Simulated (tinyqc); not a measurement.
Free and trapped electrons in a MOS channel with a dense trap tail: one step of the calculation.

p-type body, charge-sheet picture, full ionisation (an idealisation for deep acceptors), Boltzmann statistics for free electrons. e = Ec - EF at the surface. Acceptor-like traps of density D(E) = D0 + De exp(-E/Ew) at depth E below Ec, from 0 to Eu, hold n_t = integral of D(E)/(1 + exp((e - E)/Vt)). psi = Eg - Vt ln(Nv/Na) - e; N_dep = sqrt(2 eps0 eps_r Na (psi - Vt)/q); n_f = sqrt(N_dep^2 + 2 eps0 eps_r Vt Nc exp(-e/Vt)/q) - N_dep; Vg = Vfb + psi + q (N_dep + n_t + n_f)/Cox, Cox = eps0 eox/tox.

Problem. Charges and gate voltage. psi, N_dep, n_f and Vg as defined, with the n_t given; free share n_f/(n_f + n_t); apparent mobility mf n_f/(n_f + n_t); gate voltage spent on traps q n_t/Cox.

Parameters, values chosen for the exercise; band and dielectric values close to those of silicon: temperature T = 300 K; band gap Eg = 1.1 eV; relative permittivity eps_r = 11.7; conduction-band density of states at T Nc = 2.83e19 cm^-3; valence-band density of states at T Nv = 2.67e19 cm^-3; relative permittivity of the insulator eox = 3.9; insulator thickness tox = 26 nm; acceptor density Na = 7e16 cm^-3; flat-band voltage without trapped charge Vfb = -0.87 V; mobility of free electrons mf = 180 cm^2/(V s); Ec - EF at the surface e = 0.078 eV.

Constants: q = 1.602176634e-19 C, kB = 1.380649e-23 J/K, Vt = kB T/q, eps0 = 8.8541878128e-14 F/cm where lengths are in cm. Results are converted to the units shown.

n_t = 6.3982748e11 cm^-2

Find: psi; N_dep; n_f; Vg; free share; apparent mobility; gate voltage spent on traps.

Solution.

psi = 0.86834 V
N_dep = 8.7329e11 cm^-2
n_f = 2.3380e11 cm^-2
Vg = 2.1057 V
free share = 26.762 %
apparent mobility = 48.172 cm^2/(V s)
gate voltage spent on traps = 0.77185 V

tinyqc, about 0.02 s, one thread, Intel Xeon 2.30GHz (shared host): `OMP_NUM_THREADS=1 python tinyqc.py 2222237 2222238 out.jsonl`
